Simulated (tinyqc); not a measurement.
## Contact resistivity and sheet resistance from two contact lengths

Question. Rc = [sqrt(rc Rsh)/Wc] coth(Lc/(2 LT)), LT = sqrt(rc/Rsh), Wc = 60 nm; the second contact is twice as long as the first. Find LT, rc and Rsh.

Rc for Lc = 28 and 56 nm (ohm): [142.954318, 102.567122]

Answer. With t = tanh(Lc/(2 LT)) for the shorter contact, the resistance of the longer over that of the shorter is (1 + t^2)/2. Then sqrt(rc Rsh) = Rc t Wc, and rc and Rsh follow by multiplying and dividing by LT.

LT = 17.7 nm
rc = 1.00e-9 ohm cm^2
Rsh = 320 ohm

Numbers from tinyqc (`OMP_NUM_THREADS=1 python tinyqc.py 2170082 2170083 out.jsonl`; about 0.02 s on one thread of a shared Intel Xeon 2.30GHz).
